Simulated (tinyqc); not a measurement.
Where the wafer is too thin: surface photovoltage measurement of the minority-carrier diffusion length in a wafer. Computed by tinyqc, a small Python program. Command: `OMP_NUM_THREADS=1 python tinyqc.py 3130029 3130030 out.jsonl spv walk`. One thread of a shared host (Intel(R) Xeon(R) Processor @ 2.30GHz), about 0.01 s of CPU time with the checks.

Low injection, steady light, a depletion layer much thinner than 1/alpha and L. The excess density dn is taken at the front edge of the neutral region; light that reaches the back is lost.

Inputs (values chosen for the exercise, modelled on p-type silicon at room temperature):

| quantity | value | unit |
|---|---|---|
| wafer thickness W | 725 | micrometre |
| diffusivity D | 33.7 | cm^2/s |
| front recombination velocity S_f | 570 | cm/s |
| back recombination velocity S_b | 9600 | cm/s |
| photon flux entering | 9.8e+13 | 1/(cm^2 s) |

Method:
- alpha = (84.732/lambda - 76.417)^2 per cm with lambda in micrometre (an empirical fit for silicon between 0.7 and 1.05 micrometre).
- Thick wafer: dn = Phi L/((S_f + D/L)(L + 1/alpha)). Finite wafer, with s = S_b L/D, w = W/L, a = alpha L: dn = [Phi a/(a^2 - 1)] [a - B - exp(-alpha W)(a - s)/(cosh w + s sinh w)]/(S_f + B D/L), B = (sinh w + s cosh w)/(cosh w + s sinh w).
- Readings y = (Phi/dn) (1 + noise x g) at 780, 830, 880, 920, 950, 975 and 995 nm; a least-squares line y = c (1/alpha + L_app) gives L_app = intercept/slope.
- No noise; L is varied at fixed W, and the last two columns set S_b to 0 and to 1e7 cm/s.

Apparent length (micrometre):

| L | W/L | given S_b | S_b = 0 | S_b = 1e7 |
|---|---|---|---|---|
| 36.2 | 20.028 | 36.20 | 36 | 36.20 |
| 72.5 | 10.000 | 72.50 | 73 | 72.50 |
| 145.0 | 5.000 | 144.92 | 145 | 144.88 |
| 218.0 | 3.326 | 216.40 | 220 | 215.82 |
| 362.0 | 2.003 | 339.04 | 390 | 334.43 |
| 580.0 | 1.250 | 458.28 | 746 | 444.72 |
| 942.0 | 0.770 | 545.54 | 1634 | 522.12 |
| 1520.0 | 0.477 | 590.52 | 3724 | 560.94 |
| 2900.0 | 0.250 | 614.02 | 10444 | 580.94 |

What follows from these numbers?

With a fast back surface L_app levels off, at 581 micrometre in the last row; with a passive one it reaches up to 3.60 times L among these rows and is 10400 in the last. All three columns are within 5 % of L down to W/L = 3.3.

Extremes, crossings and ranges named in words are read from the listed rows.
